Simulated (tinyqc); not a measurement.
# MOS inversion layer, Poisson-Schroedinger loop, step by step

Numbers from tinyqc (`OMP_NUM_THREADS=1 python tinyqc.py 2160152 2160153 out.jsonl`; about 0.9 s on one thread of a shared Intel Xeon 2.30GHz). Printed values are rounded.

Electrons confined at an insulator interface at z = 0, treated as a hard wall; parabolic valleys, Hartree approximation, no image or exchange terms. The depletion charge lies far deeper than the electrons and gives a uniform field q Nd/(eps0 eps_r); the gate balances all charge. Energies are counted from the band edge at the interface.

Parameters, values chosen for the exercise; masses and permittivity close to those of silicon (100): temperature T = 300 K; relative permittivity eps_r = 11.6; mass along z of valley set A (2 valley(s)) mz1 = 0.906 m0; in-plane density-of-states mass of set A md1 = 0.188 m0; mass along z of valley set B (4 valley(s)) mz2 = 0.188 m0; in-plane density-of-states mass of set B md2 = 0.41 m0; sheet density of electrons Ns = 6.7e12 cm^-2; sheet density of depletion charge Nd = 3.9e12 cm^-2; extra shift of set B (strain) dE = 0 eV; mesh step hz = 0.61 nm; mixing factor a = 0.3.

Constants: q = 1.602176634e-19 C, kB = 1.380649e-23 J/K, hbar = 1.054571817e-34 J s, m0 = 9.1093837015e-31 kg, Vt = kB T/q, eps0 = 8.8541878128e-14 F/cm where lengths are in cm, hbar^2/(2 m0) = 0.0380998212 eV nm^2. Results are converted to the units shown.

## Fixed part of the potential

z, node 1 to 16 (nm): 0.61  1.22  1.83  2.44  3.05  3.66  4.27  4.88  5.49  6.1  6.71  7.32  7.93  8.54  9.15  9.76

V0 = q Nd z/(eps0 eps_r) in eV.

fixed potential V0, node 1 to 16 (eV): 0.037111  0.074221  0.111332  0.148442  0.185553  0.222664  0.259774  0.296885  0.333996  0.371106  0.408217  0.445327  0.482438  0.519549  0.556659  0.593770

## Round 1: levels and probability densities

self-consistent potential U at the start, node 1 to 16 (eV): 0  0  0  0  0  0  0  0  0  0  0  0  0  0  0  0

Tridiagonal Hamiltonian with psi = 0 one step beyond both ends: H_ii = C (1/m_(i-1/2) + 1/m_(i+1/2))/hz^2 + V0_i + U_i (+ dE for the set B), H_(i,i+1) = -C/(m_(i+1/2) hz^2), C = hbar^2/(2 m0). The lowest 2 level(s) of each valley set are kept, normalised to hz sum |psi|^2 = 1. The mass is the same on all intervals.

levels (eV): A1 0.123444, A2 0.212236, B1 0.211053, B2 0.367127

```
node  |psi|^2 of A1 (1/nm)  |psi|^2 of A2 (1/nm)  |psi|^2 of B1 (1/nm)  |psi|^2 of B2 (1/nm)
1                 0.436706              0.356882              0.104394              0.098961
2                 0.667248              0.072404              0.294860              0.192321
3                 0.380804              0.150420              0.392497              0.106705
4                 0.123340              0.487874              0.354348              0.003764
5                 0.026564              0.378039              0.245634              0.052253
6                 0.004140              0.149036              0.138945              0.195647
7                 0.000493              0.037200              0.066480              0.290227
8                 0.000046              0.006533              0.027552              0.279783
9                 0.000004              0.000860              0.010059              0.203352
10                0.000000              0.000088              0.003277              0.119379
11                0.000000              0.000007              0.000962              0.058857
12                0.000000              0.000001              0.000256              0.024964
13                0.000000              0.000000              0.000062              0.009231
14                0.000000              0.000000              0.000014              0.002971
15                0.000000              0.000000              0.000003              0.000794
16                0.000000              0.000000              0.000000              0.000136
```

## Round 1: Fermi level and occupations

Level k holds N_k = D_k Vt ln(1 + exp((EF - E_k)/Vt)) with D = 2 md1 m0 q/(pi hbar^2) for the set A, D = 4 md2 m0 q/(pi hbar^2) for the set B per eV (spin included); EF is fixed by sum N_k = Ns.

EF = 0.146338 eV
N_k (cm^-2): A1 4.99820e12, A2 3.05566e11, B1 1.39278e12, B2 3.46023e9

## Round 1: density, output potential and mixing

n_i = sum_k N_k |psi_k|^2 (converted to cm^-3). Hartree part by Gauss: on the interval before node i the electrons still beyond are S_i = Ns - hz sum_(j<i) n_j, and U_i = U_(i-1) + q S_i hz/(eps0 eps_r) in eV, U_0 = 0 at the interface. Mixing: U(new) = U + a (U(out) - U).

```
node  n (1e19 cm^-3)  U(out) (eV)  U after round 1 (eV)
1            2.43753     0.063754             0.0191262
2            3.76850     0.113360             0.0340079
3            2.49633     0.141091             0.0423273
4            1.25909     0.154332             0.0462997
5            0.59058     0.160265             0.0480796
6            0.26043     0.162771             0.0488312
7            0.10743     0.163764             0.0491292
8            0.04157     0.164134             0.0492401
9            0.01499     0.164262             0.0492787
10           0.00501     0.164304             0.0492911
11           0.00155     0.164316             0.0492949
12           0.00044     0.164320             0.0492959
13           0.00012     0.164321             0.0492962
14           0.00003     0.164321             0.0492962
15           0.00001     0.164321             0.0492963
16           0.00000     0.164321             0.0492963
```

## Course of the self-consistent loop

Start from U = 0. Stop when the largest |U(out) - U| is below 1e-7 eV, or after 120 rounds.

Course of the iteration:
```
round  level A1 (eV)   EF (eV)  largest |U(out) - U| (eV)
1           0.123444  0.146338                      0.164
2           0.155788  0.181749                     0.0996
3           0.176348  0.203873                     0.0616
4           0.189806  0.218150                     0.0388
5           0.198767  0.227550                     0.0248
6           0.204800  0.233820                     0.0162
7           0.208892  0.238039                     0.0108
8           0.211683  0.240898                    7.24e-3
9           0.213594  0.242844                    4.91e-3
...              ...       ...                        ...
31          0.217849  0.247132                    1.60e-6
32          0.217849  0.247132                    1.12e-6
33          0.217849  0.247132                    7.78e-7
34          0.217850  0.247133                    5.43e-7
35          0.217850  0.247133                    3.79e-7
36          0.217850  0.247133                    2.64e-7
37          0.217850  0.247133                    1.85e-7
38          0.217850  0.247133                    1.29e-7
39          0.217850  0.247133                    8.99e-8
```

Converged in 39 rounds. Towards the end the residual shrinks by a factor of about 0.70 a round.

## Converged levels, occupations and centroid

converged U, node 1 to 16 (eV): 0.063754  0.103409  0.120078  0.126584  0.129204  0.130252  0.130655  0.130800  0.130849  0.130865  0.130869  0.130870  0.130870  0.130871  0.130871  0.130871

Solve for the levels with V0 + U, find EF, n_i = sum_k N_k |psi_k|^2 (in cm^-3); share of each level N_k/Ns; centroid sum n z/sum n.

levels (eV): A1 0.217850, A2 0.324157, B1 0.327840, B2 0.489641
EF = 0.247133 eV
shares (%): A1 85.5722, A2 3.0043, B1 11.4012, B2 0.0223
n, node 1 to 16 (in units of 1e19 cm^-3): 4.15175  3.96025  1.75063  0.66963  0.27074  0.11128  0.04426  0.01662  0.00580  0.00187  0.00056  0.00016  0.00004  0.00001  0.00000  0.00000
centroid = 1.25217 nm

An 800-node mesh to 17 nm with 8 levels a set gives A1 = 0.2223 eV, EF = 0.2519 eV and a centroid of 1.297 nm; the levels kept above hold 99.9 % of the electrons there. The coarse centroid is 3.4 % below the fine one.

## Closed-form estimates

Triangular well: E_k = a_k (C F^2/mz)^(1/3), a_1 = 2.338107, a_2 = 4.087949, C = hbar^2/(2 m0), F in eV/nm. Fang-Howard (all electrons in the lowest level of set A): b^3 = 6 (mz1/C) q (Nd + 11 Ns/32)/(eps0 eps_r), centroid 3/b, level C b^2/(4 mz1) + (3/b) q (Nd + 11 Ns/16)/(eps0 eps_r). Use F = q (Nd + Ns)/(eps0 eps_r), the surface field, and F = q (Nd + Ns/2)/(eps0 eps_r).

A1 with the surface field = 0.244945 eV
A1 with Nd + Ns/2 = 0.190147 eV
A2 with Nd + Ns/2 = 0.332454 eV
b = 2.39896 1/nm
Fang-Howard centroid = 1.25054 nm
Fang-Howard level = 0.226439 eV

Against the self-consistent A1 = 0.2223 eV on a fine mesh, the surface-field estimate is 10 % above it, the half-charge one 14 % below it and Fang-Howard 1.9 % above it. A1 holds 86.1 % of the electrons, and the Fang-Howard centroid is 3.6 % below the full one.
